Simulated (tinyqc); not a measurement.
Energy and lattice constant: complex band structure along [001] in sp3s* tight binding.

For k = (0, 0, kz) the phase sums are g0 = cos(phi) and g3 = i sin(phi), phi = kz a/4, and the s, pz, s* orbitals of anion (a) and cation (c) decouple from px, py. With z = exp(i phi), H(z) = H0 + z T + T^T/z for any complex z. H0 is diagonal (Esa, Epa, Exa, Esc, Epc, Exc). The anion-cation block is B(z) = z U + W/z and the cation-anion block z W^T + U^T/z, where U has Vss/2 (s,s), Vsapc/2 (s,z), -Vscpa/2 (z,s), Vxx/2 (z,z), Vxapc/2 (s*,z), -Vpaxc/2 (z,s*), and W has the same values with the s-z and s*-z signs reversed. |z| = 1 is a band state, |z| < 1 decays along [001] as exp(-kappa d) over a distance d, kappa = -(4/a) ln|z|. No spin-orbit coupling.

Values chosen for the exercise (out of a larger set: near a published set for Si, fitted to gaps, whose masses and valley positions are rough (light masses up to twice too heavy); not measured data): p = (-4.182, 1.73, -4.182, 1.73, 6.749, 6.749, -8.39, 1.705, 4.589, 5.709, 5.709, 5.38, 5.38) eV (order Esa, Epa, Esc, Epc, Exa, Exc, Vss, Vxx, Vxy, Vsapc, Vscpa, Vxapc, Vpaxc); a = 5.429 angstrom (lattice constant); dE = 0.83 eV (E - Ev).

The slowest root of the s-pz block and the heavy-hole branch, sinh^2(kappa a/4) = ((E - Epa)(E - Epc) - Vxx^2)/(Vxx^2 - Vxy^2), at E = Ev + dE with Ev the lower root of [[Epa, Vxx], [Vxx, Epc]]; the couplings are kept when a changes.

One parameter was then changed.

Results before and after:
```
case,slowest kappa (1/angstrom),heavy-hole kappa (1/angstrom)
base,0.1836,0.2483
changed,0.1783,0.2411
```

Which of these changes was made? (a) a = 5.592 angstrom; (b) dE = 0.86 eV.
Answer: (a) a = 5.592 angstrom. Of the candidates, run in turn, only this one gives the changed row.

All candidates:
```
case,slowest kappa (1/angstrom),heavy-hole kappa (1/angstrom)
base,0.1836,0.2483
dE = 0.86 eV,0.1863,0.2512
a = 5.592 angstrom,0.1783,0.2411
```

With the couplings fixed, kappa a stays, so kappa scales as 1/a.

Run: tinyqc, `OMP_NUM_THREADS=1 python tinyqc.py 1481277 1481278 out.jsonl`; Intel(R) Xeon(R) Processor @ 2.30GHz, one thread, shared host; about 0.01 s of CPU time with all checks.
